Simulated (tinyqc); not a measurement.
Resistance of a source-drain extension with a graded tip: two steps of the calculation.

y runs along the channel, the gate covers y > 0. The doping is N0 for y < y0 and N0 10^(-(y - y0)/la) beyond, uniform over the depth xj. Sheet conductance s(y) = q mu(N) max(N - Nch, 0) xj + (for y > 0) ma Cox Vo, with mu(N) = u0 + (u1 - u0)/(1 + (N/Nr)^au) and Cox = eps0 eox/tox. Current is taken as one-dimensional; depletion of the tip, spreading and the contact are left out. The metallurgical junction lies at yj, where N = Nch.

Parameters, values chosen for the exercise; mobility law close to that of electrons in silicon: relative permittivity of the gate insulator (close to silicon dioxide) eox = 3.9; insulator thickness tox = 1.1 nm; active doping of the extension far from the gate N0 = 6.8e19 cm^-3; lateral abruptness la = 5 nm/decade; position under the gate where the fall begins (gate edge at 0) y0 = 4 nm; depth of the extension xj = 18 nm; channel doping Nch = 7.1e17 cm^-3; gate overdrive Vo = 0.31 V; mobility of the gate-induced layer ma = 130 cm^2/(V s); mobility at low doping u1 = 1414 cm^2/(V s); mobility at high doping u0 = 68.5 cm^2/(V s); reference doping Nr = 9.2e16 cm^-3; exponent au = 0.711; gate length Lg = 60 nm.

Constants: q = 1.602176634e-19 C, eps0 = 8.8541878128e-14 F/cm where lengths are in cm. Results are converted to the units shown.

Task 1. Sheet resistances and junction position. yj = y0 + la log10(N0/Nch); sheet resistance of the full extension 1/[q mu(N0)(N0 - Nch) xj] and of the gate-induced layer 1/(ma Cox Vo); metallurgical length Lg - 2 yj; ye is where the doped and the gate-induced conductances are equal.

Wanted: yj; sheet resistance of the extension; sheet resistance of the induced layer; metallurgical length; ye; N at ye.

Result 1.

yj = 13.906 nm
sheet resistance of the extension = 638.79 ohm/square
sheet resistance of the induced layer = 7904.5 ohm/square
metallurgical length = 32.187 nm
ye = 10.526 nm
N at ye = 3.3674e18 cm^-3

The gate takes over 3.38 nm before the junction, where N is still 4.74 times the channel doping.

Task 2. Resistance of the overlapped part. Midpoint rule on 8 equal steps from 0 to yj: R_ov = sum h/s(y), per width.

Find: y; N; doped conductance; sheet resistance; R_ov.

Result 2.

```
point   y (nm)  N (cm^-3)  doped conductance (uS)  sheet resistance (ohm/square)
0      0.86914  6.8000e19                  1565.5                         591.03
1       2.6074  6.8000e19                  1565.5                         591.03
2       4.3457  5.7992e19                  1356.5                         674.31
3       6.0840  2.6044e19                  674.85                         1247.9
4       7.8223  1.1696e19                  348.85                         2103.7
5       9.5605  5.2529e18                  183.81                         3222.5
6       11.299  2.3591e18                  90.535                         4607.3
7       13.037  1.0595e18                  27.194                         6506.0
```

R_ov = 33.973 ohm um

Computed by the program tinyqc: `OMP_NUM_THREADS=1 python tinyqc.py 2282017 2282018 out.jsonl`, one thread of a shared Intel Xeon 2.30GHz, about 0.03 s for the whole run.
